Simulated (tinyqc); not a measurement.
# Undoped gate-all-around wire MOSFET, analytic charge model: effect of the temperature

An undoped round wire of radius R under an insulator shell and a surrounding gate; long channel, electrons only, n = ni exp((psi - V)/Vt) with V the quasi-Fermi potential (0 at the source, Vd at the drain), constant mobility, no quantisation. The radial Poisson equation gives n(r) = n(0)/(1 - (1 - b) r^2/R^2)^2 with b = Q0/(Q + Q0). Q is the electron charge per area of the wire surface.

Nc and Nv are given at 293 K and scale as (T/293 K)^1.5; Eg and mu are held fixed. ni = sqrt(Nc Nv) exp(-Eg/(2 Vt)), Eg in volts; Cox = eps0 eox/(R ln(1 + tox/R)); Q0 = 4 eps0 eps_r Vt/R; V0 = dphi + Vt ln[8 eps0 eps_r Vt/(q ni R^2)]. Q solves Vg - V0 - V = Q/Cox + Vt ln(Q/Q0) + Vt ln(1 + Q/Q0). I = mu (2 pi R/L)[2 Vt (Qs - Qd) + (Qs^2 - Qd^2)/(2 Cox) + Vt Q0 ln((Qd + Q0)/(Qs + Q0))], with Qs at V = 0 and Qd at V = Vd.  I(low) is taken at Vg = 0.51 V, Qs and I(high) at Vg = 1.26 V.

Inputs (values chosen for the exercise); material values close to those of silicon:
- Eg = 1.11 eV (band gap)
- eps_r = 11.9 (relative permittivity of the semiconductor)
- Nc = 2.66e19 cm^-3 (conduction-band density of states at the reference temperature)
- Nv = 2.57e19 cm^-3 (valence-band density of states at the reference temperature)
- eox = 26.1 (relative permittivity of the gate insulator)
- tox = 6.4 nm (insulator thickness)
- R = 4 nm (wire radius)
- dphi = 0.23 V (gate work function less that of the intrinsic body)
- mu = 350 cm^2/(V s) (channel mobility)
- L = 0.2 um (gate length)
- Vd = 0.1 V (drain voltage)

Constants: q = 1.602176634e-19 C, kB = 1.380649e-23 J/K, Vt = kB T/q, eps0 = 8.8541878128e-14 F/cm where lengths are in cm. Results are converted to the units shown.

Effect of the temperature:
```
T (K)  V0 (V)  I(low) (nA)  Qs(high) (nC/cm^2)  I(high) (uA)
220    0.7660     2.268e-4                2407         9.378
250    0.7620     0.001772                2386         9.301
280    0.7579     0.009176                2370         9.243
310    0.7536      0.03537                2357         9.201
340    0.7492       0.1094                2348         9.173
370    0.7447       0.2861                2341         9.157
400    0.7401       0.6553                2337         9.153
430    0.7354        1.350                2336         9.157
```

What does the comparison show?

As T goes from 220 to 430 K, I(low) rises from 2.27e-4 to 1.35 nA and I(high) falls from 9.38 to 9.16 uA. V0 falls from 0.766 to 0.735 V. In every row the surface density at the source at the higher gate voltage passes 0.3 Nc, where Boltzmann statistics fail. In every row the mobility is held fixed, though a real one changes with T. In every row the body is thin enough for quantum confinement, left out here, to raise the threshold.

Numbers from tinyqc (`OMP_NUM_THREADS=1 python tinyqc.py 2460153 2460154 out.jsonl`; about 0.04 s on one thread of a shared Intel Xeon 2.30GHz).
